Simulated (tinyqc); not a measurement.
Worked calculation: exchange-only LDA atom on a uniform radial grid, spin-unpolarised, for Be(2+). Computed by tinyqc, a small Python program that keeps every step. Settings: Z = 4, points = 256, R = 6.7, functional = Slater exchange alone, mixing = 0.2, iteration cap = 68. Command: `OMP_NUM_THREADS=1 python tinyqc.py 28768 28769 out.jsonl` (the two numbers bound the seeds that draw the settings). One thread of a shared host (Intel(R) Xeon(R) Processor @ 2.60GHz), about 0.7 s of CPU time with the checks. Later iterations appear only in the table of the cycle.

## Iteration 1

Spherical atom on a uniform radial grid r_j = j h with h = R/(N + 1), h sum u^2 = 1 and integrals as h times sums, u(0) = u(R) = 0 (atomic units):
```
parameter           value
Z                       4
points N              256
R                6.700000
h                0.026070
mixing           0.200000
electrons in 1s         2
```

Three-point differences turn -u''/2 + [l(l+1)/2r^2 - Z/r + V] u = e u into a tridiagonal matrix (diagonal 1/h^2 + potential, off-diagonal -1/2h^2). D = sum f u^2; the Hartree potential y/r solves y'' = -D/r with y(0) = 0, y(R) = N_e; v_xc comes from rho = D/(4 pi r^2); E = sum f e - int D V + int D (V_H/2 + eps_xc); V(new) = V + mixing (V_H + v_xc - V).

eigenvalues (hartree): 1s -7.97837

Every 16th grid point:
```
r           V in     u(1s)         D      V_H       v_xc
0.41712  0.00000   1.25864   3.16835  4.33879   -1.11436
0.83424  0.00000   0.47602   0.45319  2.38415   -0.36713
1.25136  0.00000   0.13502   0.03646  1.59782   -0.12095
1.66848  0.00000   0.03404   0.00232  1.19868   -0.03985
2.08560  0.00000   0.00805   0.00013  0.95895   -0.01313
2.50272  0.00000   0.00183  6.67e-06  0.79913   -0.00433
2.91984  0.00000   0.00040  3.25e-07  0.68497   -0.00142
3.33696  0.00000   0.00009  1.52e-08  0.59935   -0.00047
3.75409  0.00000  1.85e-05  6.86e-10  0.53275   -0.00015
4.17121  0.00000  3.89e-06  3.03e-11  0.47948   -0.00005
4.58833  0.00000  8.10e-07         0  0.43589  -1.68e-05
5.00545  0.00000  1.67e-07         0  0.39956    0.00000
5.42257  0.00000  3.42e-08         0  0.36883    0.00000
5.83969  0.00000  6.96e-09         0  0.34248    0.00000
6.25681  0.00000  1.36e-09         0  0.31965    0.00000
6.67393  0.00000  5.17e-11         0  0.29967    0.00000
```

total energy = -13.1025920 hartree

## Iteration 2

As before.

eigenvalues (hartree): 1s -7.26793

Every 16th grid point:
```
r           V in     u(1s)         D      V_H       v_xc
0.41712  0.64489   1.25852   3.16776  4.30840   -1.11429
0.83424  0.40340   0.49771   0.49543  2.38180   -0.37820
1.25136  0.29537   0.14905   0.04443  1.59768   -0.12919
1.66848  0.23177   0.03988   0.00318  1.19867   -0.04428
2.08560  0.18917   0.01004   0.00020  0.95895   -0.01521
2.50272  0.15896   0.00243  1.18e-05  0.79913   -0.00523
2.91984  0.13671   0.00057  6.57e-07  0.68497   -0.00180
3.33696  0.11978   0.00013  3.52e-08  0.59935   -0.00062
3.75409  0.10652  3.02e-05  1.83e-09  0.53275   -0.00021
4.17121  0.09589  6.81e-06  9.27e-11  0.47948   -0.00007
4.58833  0.08717  1.52e-06         0  0.43589  -2.55e-05
5.00545  0.07991  3.36e-07         0  0.39956    0.00000
5.42257  0.07377  7.40e-08         0  0.36883    0.00000
5.83969  0.06850  1.62e-08         0  0.34248    0.00000
6.25681  0.06393  3.39e-09         0  0.31965    0.00000
6.67393  0.05993  1.33e-10         0  0.29967    0.00000
```

total energy = -13.1579648 hartree

## Convergence

Stop when input and output potentials agree to 1e-7.

Course of the cycle (hartree):
```
iteration            E     e(1s)  largest |V(out) - V(in)|
1          -13.1025920  -7.97837                  4.87e+00
2          -13.1579648  -7.26793                  3.80e+00
3          -13.1937354  -6.71317                  2.96e+00
4          -13.2165061  -6.27967                  2.30e+00
5          -13.2308162  -5.94068                  1.79e+00
6          -13.2397104  -5.67542                  1.39e+00
7          -13.2451873  -5.46773                  1.08e+00
8          -13.2485338  -5.30503                  8.36e-01
9          -13.2505657  -5.17750                  6.49e-01
10         -13.2517931  -5.07748                  5.04e-01
11         -13.2525315  -4.99901                  3.91e-01
...                ...       ...                       ...
58         -13.2536305  -4.71055                  5.78e-06
59         -13.2536305  -4.71055                  4.61e-06
60         -13.2536305  -4.71054                  3.67e-06
61         -13.2536305  -4.71054                  2.92e-06
62         -13.2536305  -4.71054                  2.33e-06
63         -13.2536305  -4.71054                  1.86e-06
64         -13.2536305  -4.71054                  1.48e-06
65         -13.2536305  -4.71054                  1.18e-06
66         -13.2536305  -4.71054                  9.41e-07
67         -13.2536305  -4.71054                  7.51e-07
68         -13.2536305  -4.71054                  5.99e-07
```

Not converged within 68 iterations: the residual falls steadily but slowly, by a factor of about 0.80 a step. Reruns (cap 100 unless said): mixing 0.3: converged in 48; mixing 0.6: converged in 20; the original settings with a cap of 400: converged in 76. Even converged, this uniform grid resolves the cusp poorly and misses the energy of the atom.
